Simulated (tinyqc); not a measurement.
Finite square well with mass mismatch (envelope functions), step by step. Values are carried at full precision from step to step, so a last printed digit may differ when a step is redone from the rounded ones.

A square well of width L and depth V0, mass mw inside and mb outside, energies from the bottom of the well, c = hbar^2/2m0. k = sqrt(mw E/c), kappa = sqrt(mb (V0 - E)/c). psi and psi'/m are continuous at the walls (BenDaniel-Duke), so level n solves k L + 2 atan[(k/mw)/(kappa/mb)] = n pi.

Constants: hbar^2/2m0 = 3.80998211 eV angstrom^2.

Values chosen for the exercise (near those of a non-polar GaN well in AlN; shifted at random, so the results belong to these values and not to a real crystal):
- L = 20 angstrom (well width)
- V0 = 1.988 eV (barrier height)
- mw = 0.204 m0 (mass in the well)
- mb = 0.322 m0 (mass in the barrier)
- alpha_w = 0.18 1/eV (non-parabolicity in the well)
- alpha_b = 0.25 1/eV (non-parabolicity in the barrier)

## How many levels are bound

At E = V0 the arctangent equals pi/2, so level n is bound if k0 L > (n - 1) pi with k0 = sqrt(mw V0/c). Compare with the infinitely deep well, E1(hard) = c (pi/L)^2/mw.

k0 = 0.32626 1/angstrom
k0 L/pi = 2.0770
number of bound levels = 3
E1(hard) = 0.4608 eV

The count does not depend on mb. One more level binds at L = 28.9 angstrom.

## The lowest level by bisection

f(E) = k L + 2 atan[(k/mw)/(kappa/mb)] - pi rises with E. Twelve halvings of [0, V0]: keep the half in which f changes sign.

Bisection:
```
step  low (eV)  high (eV)  midpoint (eV)        k    kappa        f
1      0.00000    1.98800        0.99400  0.23070  0.28984   3.2695
2      0.00000    0.99400        0.49700  0.16313  0.35498   1.3761
3      0.00000    0.49700        0.24850  0.11535  0.38342   0.0521
4      0.00000    0.24850        0.12425  0.08156  0.39688  -0.8829
5      0.12425    0.24850        0.18638  0.09990  0.39021  -0.3756
6      0.18638    0.24850        0.21744  0.10790  0.38683  -0.1541
7      0.21744    0.24850        0.23297  0.11169  0.38513  -0.0493
8      0.23297    0.24850        0.24073  0.11353  0.38428   0.0018
9      0.23297    0.24073        0.23685  0.11261  0.38471  -0.0237
10     0.23685    0.24073        0.23879  0.11307  0.38449  -0.0109
11     0.23879    0.24073        0.23976  0.11330  0.38439  -0.0046
12     0.23976    0.24073        0.24025  0.11342  0.38433  -0.0014
```

After twelve halvings the bracket is V0/4096 = 0.485 meV wide.

## Bound levels

Solve the condition for each n (six at most). With A = cos(kL/2) for even and sin(kL/2) for odd levels, the probability in the barriers is Pb = (A^2/kappa)/(A^2/kappa + L/2 +/- sin(kL)/(2k)), + for even.

Levels:
```
n  parity  E (eV)  k (1/angstrom)  kappa (1/angstrom)      Pb
1    even  0.2405         0.11347             0.38431  0.0336
2     odd  0.9556         0.22620             0.29539  0.1417
3    even  1.9588         0.32385             0.04970  0.6594
```

The lowest level lies at 52 % of the infinite-well value and decays into the barrier over 1/kappa = 2.6 angstrom. Above about 0.5 eV (from level 2 on) a parabolic band is a rough model.

## Mass in the plane and density of states

To first order in the in-plane energy, 1/m_par = (1 - Pb)/mw + Pb/mb for each subband. Each adds a step D = m_par/(2 pi c) to the density of states per area (spin included, one valley); 1/angstrom^2 = 1e16/cm^2.

Subbands:
```
n  m_par (m0)  D (1e13/(eV cm^2))
1      0.2065               8.628
2      0.2152               8.989
3      0.2690              11.237
```

## Levels with energy-dependent masses

Non-parabolic bands: mw is replaced by mw (1 + alpha_w E) and mb by mb (1 - alpha_b (V0 - E)), in k, kappa and the matching condition alike.

Solve the same condition with the energy-dependent masses, and list the shift from the parabolic levels that exist in both.

Levels:
```
n  E (eV)  mass inside  mass outside  shift (meV)
1  0.2660       0.2138        0.1834         25.5
2  0.9196       0.2378        0.2360        -36.0
3  1.7327       0.2676        0.3014       -226.1
```

Level 1 moves by +25.5 meV and level 3 by -226.1 meV. The lighter mass deep in the barrier hardens the wall for low levels; the heavier mass in the well wins higher up.

## Checks

- Lowest level by finite differences (200 cells across the well) against the matching condition, eV: 0.2404 against 0.2405.

Program tinyqc; command `OMP_NUM_THREADS=1 python tinyqc.py 1250470 1250471 out.jsonl`; about 0.01 s on one thread of a shared Intel(R) Xeon(R) Processor @ 2.30GHz.
